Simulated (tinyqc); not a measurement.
What each parameter does: thresholds of impact ionisation and Auger recombination from band masses.

Parabolic bands, no phonon. At threshold the three slow carriers share one velocity. With M their total mass and m4 the mass of the fast carrier, the fast carrier has the kinetic energy E_T = G M/(M - m4) and the slow ones together E_a = G m4/(M - m4), the activation energy of the Auger rate. CCCH (fast electron): G = Eg, M = 2 me + mh, m4 = me. CHHS (hole into the split-off band): G = Eg - Dso, M = 2 mh + me, m4 = ms; this form holds for Eg > Dso (below, the process needs about Dso - Eg and is marked by a dash). CHHL (hole into the light band): G = Eg, M = 2 mh + me, m4 = ml. CHHH (fast heavy hole): G = Eg, M = 2 mh + me, m4 = mh.

Non-parabolic fast electron: E (1 + alpha E) = c k^2/me with alpha = (1 - me)^2/Eg; the slow carriers stay parabolic, so E_T = Eg + me E_T (1 + alpha E_T)/M, M = 2 me + mh (the root between Eg and 1.9 Eg).

Constants: kB = 8.617333262e-05 eV/K.

Inputs chosen for the exercise (near those of CdTe, gap at low temperature and not tied to T; shifted at random, so the results belong to these values and not to a real crystal):
- Eg = 1.632 eV (gap at Gamma to the s-like level)
- Dso = 0.925 eV (spin-orbit splitting)
- me = 0.0969 m0 (electron mass at Gamma)
- mh = 0.56 m0 (heavy-hole mass)
- ms = 0.283 m0 (split-off mass)
- ml = 0.1151 m0 (light-hole mass)
- T = 250 K (temperature)

Activation energies.

Results for these values:
```
case  CCCH (meV)  CCCH non-parabolic (meV)  CHHL (meV)  CHHS (meV)
base      240.74                    611.92      170.49      214.24
```

What happens to each result for ml = 0.1266 m0, all else kept?

Answer: CCCH does not change at the printed digits; CCCH non-parabolic does not change at the printed digits; CHHL rises from 170.49 to 189.50; CHHS does not change at the printed digits.

The same for each parameter in turn:
```
case             CCCH (meV)  CCCH non-parabolic (meV)  CHHL (meV)  CHHS (meV)
base                 240.74                    611.92      170.49      214.24
Eg = 1.4688 eV       216.66                    550.73      153.44      164.79
Dso = 0.8325 eV      240.74                    611.92      170.49      242.27
me = 0.1066 m0       260.98                    678.50      169.00      212.04
mh = 0.504 m0        263.17                    702.29      189.78      243.44
ms = 0.2547 m0       240.74                    611.92      170.49      187.15
ml = 0.1266 m0       240.74                    611.92      189.50      214.24
```

(tinyqc, `OMP_NUM_THREADS=1 python tinyqc.py 1880978 1880979 out.jsonl`, Intel(R) Xeon(R) Processor @ 2.30GHz, 1 thread, shared host, about 0.01 s.)
